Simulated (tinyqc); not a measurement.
Three-level Kane dispersion of a narrow-gap semiconductor, step by step. Values are carried at full precision from step to step, so a last printed digit may differ when a step is redone from the rounded ones.

Zero of energy at Gamma8, c = hbar^2/2m0, P^2 = Ep c. The free-electron term and remote bands are left out, so the heavy holes are flat at E = 0 and the other three bands obey E (E - Eg)(E + Dso) = P^2 k^2 (E + 2 Dso/3). The conduction band is the highest root; its edge is Ec = max(Eg, 0).

Constants: hbar^2/2m0 = 3.80998211 eV angstrom^2; hbar = 6.58211957e-16 eV s; e^2/(4 pi eps0) = 14.39964547 eV angstrom; muB = 5.788381798e-05 eV/T.

Values chosen for the exercise (near those of InAs; the results hold for these values, not for the real material): Eg = 0.427 eV (E(Gamma6) - E(Gamma8)); Dso = 0.39 eV (spin-orbit splitting); Ep = 21 eV (Kane energy); k = 0.004 1/angstrom (wave vector); n = 5e+16 cm^-3 (electron density); eps = 12.2 (high-frequency dielectric constant); B = 4.2 T (magnetic field).

## The three bands at one k

Expand the equation into E^3 + a2 E^2 + a1 E + a0 = 0 and give its roots; compare with the two-level form (Dso to infinity) E = Eg/2 +/- sqrt(Eg^2/4 + (2/3) P^2 k^2).

P^2 k^2 = 0.001280 eV^2

a2, a1, a0: [-0.037000, -0.167810, -0.000333]

roots (eV): [-0.3905, -0.0020, 0.4295]

two-level form (eV): [-0.0020, 0.4290]

The two-level form misses the highest root by -0.5 meV. The order is normal: Gamma6 forms the conduction band.

## Mass at the edge and limiting velocity

m0* = Eg (Eg + Dso)/(Ep (Eg + 2 Dso/3)). In the two-level form the velocity tends to v = sqrt(2/3) P/hbar, and |Eg| = 2 m v^2 with m = 3 |Eg|/(2 Ep), as for a relativistic particle. 1 angstrom = 1e-10 m.

m0* = 0.02418 m0
P = 8.9448 eV angstrom
v = 1.110e+06 m/s
k at which the linear part sets in, |Eg|/(2 hbar v) = 0.02923 1/angstrom

## Fermi level and mass at a given density

Degenerate electrons at T = 0: kF = (3 pi^2 n)^(1/3), 1 cm^-3 = 1e-24 angstrom^-3; EF is the highest root at kF. The momentum (cyclotron, optical) mass is m(E) = hbar^2 k/(dE/dk) = c d(k^2)/dE with d(k^2)/dE = k^2 [1/E + 1/(E - Eg) + 1/(E + Dso) - 1/(E + 2 Dso/3)]; the density of states is k d(k^2)/dE/(2 pi^2).

Edge mass m0* = Eg (Eg + Dso)/(Ep (Eg + 2 Dso/3)).

Compare EF - Ec with the parabolic value c kF^2/m0*.

kF = 0.01140 1/angstrom
EF - Ec = 0.0197 eV
parabolic value = 0.0205 eV
m(EF) = 0.02618 m0
m(EF)/m0* = 1.083
density of states at EF = 3.968e+18 1/(eV cm^3)

The parabola overstates EF - Ec by a factor of 1.04; (EF - Ec)/|Eg| = 0.05, and the two-level rule 1 + 2 (EF - Ec)/|Eg| = 1.092 estimates the mass ratio.

## Plasma and cyclotron energies

hbar wp = sqrt(8 pi c (e^2/4 pi eps0) n/(eps m)), hbar wc = 2 muB B/m (classical limit), with m = m(EF) and, for comparison, the edge mass; n in angstrom^-3.

hbar wp with m(EF), with m0* (meV): [14.69, 15.29]

hbar wc with m(EF), with m0* (meV): [18.57, 20.11]

hbar wc is not small against EF - Ec = 19.7 meV, so fewer than ten Landau levels are filled and the classical value is only a guide.

## Checks

- Roots of the cubic against the 8 x 8 Kane matrix without remote terms: they agree to 1e-10 or better.
- m(E) near the edge against m0*: both 0.02418.

Run: tinyqc, `OMP_NUM_THREADS=1 python tinyqc.py 1081047 1081048 out.jsonl`; Intel(R) Xeon(R) Processor @ 2.30GHz, one thread, shared host; about 0.01 s of CPU time with all checks.
